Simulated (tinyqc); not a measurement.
Ion-assisted plasma etching: sheath, surface coverage, synergy and aspect-ratio dependence: one step, computed by the program tinyqc. Command: `OMP_NUM_THREADS=1 python tinyqc.py 3012988 3012989 out.jsonl etch walk`. One thread of a shared host (Intel(R) Xeon(R) Processor @ 2.30GHz), about 0.08 s of CPU time with the checks.

Radicals adsorb on bare sites; ions remove covered sites with a high yield and bare sites by sputtering; a slow spontaneous reaction acts everywhere, walls included.

Task: Rate at the floor of the feature. Transmission of a round hole: K = 1/(1 + 3A/4), walls that scatter diffusely without loss. With a loss probability S = s (1 - theta) at the floor, G_b/G_n = K/(K + S - K S); theta follows G_b, and the two are solved together. Ions are taken to reach the floor unshadowed; G_b replaces G_n in every term of the rate; A is depth over diameter. Steady coverage: s G_n (1 - theta) = x Y G_i theta; removal flux = Y G_i theta + Y_p G_i (1 - theta) + k_c G_n; rate = flux/N, 1 cm/s = 6e8 nm/min.

Inputs (values chosen for the exercise, close to those used for silicon dioxide in a fluorocarbon plasma): gas temperature T_g = 350 K; sticking coefficient s = 0.68; radicals per removed unit x = 3; spontaneous reaction probability k_c = 5.4e-06; solid density N = 2.2e+22 1/cm^3; aspect ratio A = 16.

Feature: round hole.

yield Y = 0.3654655

sputter yield Y_p = 0.006407899

ion flux G_i = 1.621890e+16 1/(cm^2 s)

radical flux G_n = 4.812228e+17 1/(cm^2 s)

vertical rate = 153.5427 nm/min

Give: transmission K; G_b/G_n; coverage at the floor; rate at the floor; floor rate over open-field rate.

Result:

transmission K = 0.07692

G_b/G_n = 0.5938

coverage at the floor = 0.9162

rate at the floor = 148.4 nm/min

floor rate over open-field rate = 0.9664

The lag is 3.4 %. Caution: at this aspect ratio many ions strike the walls, so ion shadowing, left out here, adds to the lag.
